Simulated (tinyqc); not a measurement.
The scattering mechanism: Boltzmann transport in a parabolic band with a power-law relaxation time.

F_j(eta) = (1/Gamma(j + 1)) integral_0^infinity x^j dx/(1 + exp(x - eta)), which tends to exp(eta) for eta << 0.

tau = tau0 x^r with x = E/kT. With K_j = Gamma(j + 1) F_j(eta): <tau> = tau0 (r + 3/2) K_(r+1/2)/((3/2) K_(1/2)); mu = <tau>/(mc m0/e), m0/e = 5.685630e-12 kg/C; Hall factor rH = (3/2) K_(1/2) (2r + 3/2) K_(2r+1/2)/((r + 3/2) K_(r+1/2))^2; Seebeck S = -(kB/e) [(r + 5/2) K_(r+3/2)/((r + 3/2) K_(r+1/2)) - eta]; Lorenz number L = (kB/e)^2 [(r + 7/2) K_(r+5/2)/((r + 3/2) K_(r+1/2)) - ((r + 5/2) K_(r+3/2)/((r + 3/2) K_(r+1/2)))^2]; kB/e in V/K. Valley anisotropy is left out of rH.

Constants: kB = 8.617333262e-05 eV/K.
eta = -2.77431

Same eta for each exponent.

Results:

| r | mechanism | <tau>/tau0 | rH | S (microvolt/K) | L (1e-8 W ohm/K^2) |
|---|---|---|---|---|---|
| -0.5 | acoustic phonons | 0.746 | 1.174 | -414.0 | 1.496 |
| 0.0 | a constant relaxation time | 1.000 | 1.000 | -456.8 | 1.861 |
| 0.5 | polar optical or piezoelectric scattering | 1.514 | 1.102 | -499.6 | 2.228 |
| 1.5 | ionised impurities | 4.577 | 1.916 | -585.1 | 2.965 |

What can be read from this table?

From r = -1/2 to 3/2 |S| grows by 171.0 microvolt/K, against 2 kB/e = 172.3 in the non-degenerate limit: scattering that favours fast electrons raises the mean energy carried. rH is 1 only for constant tau and reaches 1.916 for r = 3/2; L spans 1.496 to 2.965 against the metallic 2.443.

Program tinyqc; command `OMP_NUM_THREADS=1 python tinyqc.py 1651984 1651985 out.jsonl`; about 0.01 s on one thread of a shared Intel(R) Xeon(R) Processor @ 2.30GHz.
